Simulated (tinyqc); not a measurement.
Classical Heisenberg spin chain: exact results, Metropolis, heat-bath and over-relaxation steps, and a Monte Carlo run: one step, computed by the program tinyqc.

E = -J sum_i s_i . s_(i+1) for unit vectors s_i on an open chain; K = J/(k_B T).

Task: Four single-spin steps. The given spins are first normalised. Spins 2 and 3 are updated in turn, with h = K (sum of the two neighbours). Heat bath: cos(theta) = 1 + ln(1 - r1 (1 - exp(-2 |h|)))/|h| about n = h/|h|, azimuth 2 pi r2 = phi in the frame a = n x z/|n x z|, b = n x a: s = n cos(theta) + sin(theta)(a cos(phi) + b sin(phi)); r1, r2 are the first two numbers of the row. Steps 2 and 4 are reflections, s -> 2 (s . h) h/|h|^2 - s, which keep the energy and use no random number.

Inputs (values chosen for the exercise, for a model chain of large moments): temperature T = 22.6 K.

Update: heat bath with over-relaxation.

four neighbouring spins (rows; components x, y, z):
```
[[-0.6331, -0.1472, 0.7600],
 [0.1052, 0.9062, -0.4095],
 [0.8520, 0.4173, -0.3161],
 [-0.2151, 0.7274, 0.6517]]
```

random numbers, one row a step:
```
[[0.9871, 0.5340, 0.2226],
 [0.2873, 0.8401, 0.7200],
 [0.4599, 0.3371, 0.0536],
 [0.5365, 0.0657, 0.8843]]
```

K = 5.648217

Give: the table «Steps» with the columns |h|, h . s before, h . s after, move, x, y, z.

Result:

Steps:
```
spin    |h|  h . s before  h . s after        move        x        y        z
2     3.185         0.486       -1.043   heat bath  -0.9438   0.3021  -0.1342
3     9.230        -4.074       -4.074  reflection  -0.2260  -0.9734   0.0366
2     9.157         2.063        8.541   heat bath  -0.4374  -0.8790   0.1901
3     6.076         1.840        1.840  reflection  -0.1414   0.8881   0.4374
```
